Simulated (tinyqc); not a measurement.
Inside a calculation: Lorentz oscillators and the Kramers-Kronig relations. Values are carried at full precision from step to step, so a last printed digit may differ when a step is redone from the rounded ones.

eps(E) = 1 + sum_j S_j/(E0_j^2 - E^2 - i G_j E).

Constants: hbar c = 1973.269805 eV angstrom; hbar^2/2m0 = 3.80998211 eV angstrom^2; e^2/(4 pi eps0) = 14.39964547 eV angstrom.

Parameters, chosen for this exercise (line positions loosely like those of Ge; Lorentz tails absorb below the gap, where the real solid is clear; not measured data): E0 = (2.3, 3.41, 4.38) eV (resonances); G = (0.49, 0.81, 0.77) eV (widths); S = (17.4, 50.4, 84.6) eV^2 (strengths); E = 5.7 eV (photon energy); h = 0.4 eV (grid step); M = 30 (grid points E_j = j h); i = 14 (grid index at which eps1 is wanted).

## Dielectric function at one energy

Evaluate each oscillator and the sum.

terms: [-0.6330+0.0650i, -2.3031+0.5097i, -5.7343+1.8915i]

eps(E) = -7.6704+2.4662i
eps(0) = 13.0334

## Optical constants

n + i k = sqrt(eps1 + i eps2) with k >= 0; R = ((n - 1)^2 + k^2)/((n + 1)^2 + k^2) at normal incidence from vacuum; alpha = 2 E k/(hbar c), times 1e8 for 1/cm; loss function Im(-1/eps) = eps2/(eps1^2 + eps2^2).

Convert eps at the photon energy E into the optical constants.

n = 0.4397
k = 2.8042
R = 0.8230
alpha = 1.62e+06 1/cm
loss function = 0.0380
vacuum wavelength hc/E (hc = 1239.841984 eV nm) = 217.5 nm

The intensity falls to 1/e within 6.17 nm. eps1 is negative, so k exceeds n, as in a metal below its plasma energy; R is 0.82.

## Absorptive part on the grid

Tabulate eps2 at E_j = j h.

eps2(E_j), j = 1 .. M: [0.3254, 0.7342, 1.3898, 2.8444, 8.3992, 16.1734, 10.0789, 18.5445, 19.8472, 19.0785, 27.5669, 12.4371, 5.2813, 2.8137, 1.7356, 1.1734, 0.8436, 0.6337, 0.4919, 0.3916, 0.3183, 0.2630, 0.2204, 0.1869, 0.1602, 0.1385, 0.1207, 0.1059, 0.0935, 0.0830]

## eps1 at one grid point

Kramers-Kronig: eps1(E) = 1 + (2/pi) P integral_0^infinity E1 eps2(E1)/(E1^2 - E^2) dE1. Maclaurin rule on the grid E_j = j h, j = 1 .. M: eps1(E_i) = 1 + (4 h/pi) sum over j with j - i odd of E_j eps2(E_j)/(E_j^2 - E_i^2); nothing is added above E_M.

List the terms E_j eps2_j/(E_j^2 - E_i^2) for j - i odd, add them and form eps1.

terms in order of j (1/eV): [-0.0042, -0.0557, -0.6140, -1.1999, -3.8831, -10.1079, -6.3571, 2.2443, 0.3855, 0.1416, 0.0682, 0.0381, 0.0233, 0.0153, 0.0105]

sum = -19.295 1/eV
eps1(E_i) = -8.827

The oscillator formula gives -8.260 at E_i = 5.6 eV. The rule samples every 2h = 0.8 eV against a narrowest width of 0.49 eV and stops at 12 eV; coarse sampling and the missing tail make the difference.

## The f-sum on the grid

W(E_M) = (2/pi) h sum_j E_j eps2_j, with half weight on the last point; the full integral equals sum S_j = (hbar omega_p)^2, and the electron density follows from (hbar omega_p)^2 = 8 pi c (e^2/(4 pi eps0)) N with c = hbar^2/2m0.

W(E_M) = 145.94 eV^2
sum S = 152.40 eV^2
share reached on this grid (a step near the line widths can inflate it) = 0.958
hbar omega_p = 12.345 eV
N = 1.11e+23 1/cm^3

## Checks

- The value of eps1 at 5.717 eV from a fine, long grid (with the tail of eps2 ~ 1/E^3 added) against the oscillator formula: both -7.58.

Computed by tinyqc, a small Python program: `OMP_NUM_THREADS=1 python tinyqc.py 1651107 1651108 out.jsonl` (the numbers bound the seed that draws the inputs); one thread of a shared host (Intel(R) Xeon(R) Processor @ 2.30GHz), about 0.2 s for the whole set of steps.
